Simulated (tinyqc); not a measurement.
# Van der Pauw, Hall and four-point-probe measurements on a doped layer: correction factor against the shape of the sample

A uniform n-type layer with sheet resistance Rs = 1/(q ns mu), point contacts, low field (mu B small).

Rs = 1/(q ns mu). For a rectangle with contacts at the corners, RA = (8 Rs/pi) sum_(k>=0) ln coth((2k + 1) pi a/(2 b)) with current along a short side b and voltage along the opposite one, RB the same with a and b exchanged. ar = a/b. F = Rs/[(pi/ln 2)(RA + RB)/2]; small-asymmetry estimate 1 - (ln 2/2) d^2 - ((ln 2)^2/4 - (ln 2)^3/12) d^4 with d = (RB - RA)/(RB + RA).

Values chosen for this exercise:
```
symbol   value        unit                     meaning
ns      2.9e14       cm^-2  sheet density of the layer
mu         100  cm^2/(V s)              drift mobility
```

Constants: q = 1.602176634e-19 C. Results are converted to the units shown.

Correction factor against the shape of the sample:
```
ar    RA (ohm)  RB (ohm)   RB/RA        F  estimate of F
1       47.486    47.486  1.0000   1.0000         1.0000
1.14    30.544    70.046  2.2933  0.94416        0.94436
1.29    19.054    96.974  5.0894  0.81853        0.82491
1.43    12.271    123.86  10.094  0.69766        0.72542
1.57    7.9035    151.87  19.215  0.59443        0.65773
1.71    5.0909    180.62  35.479  0.51141        0.61668
1.86    3.1778    211.95  66.699  0.44146        0.59168
2       2.0470    241.52  117.99  0.38992        0.57867
```

What does the table show?

RB/RA rises from 1.00 to 118 and F falls from 1.00 to 0.390. The estimate is 0.78 % above F at a/b = 1.29 and 48 % above it in the last row. RA shrinks about as exp(-pi a/b): by a factor of 1.55 between the last two rows, against 1.55.

Computed by the program tinyqc: `OMP_NUM_THREADS=1 python tinyqc.py 2850114 2850115 out.jsonl`, one thread of a shared Intel Xeon 2.30GHz, about 0.01 s for the whole run.
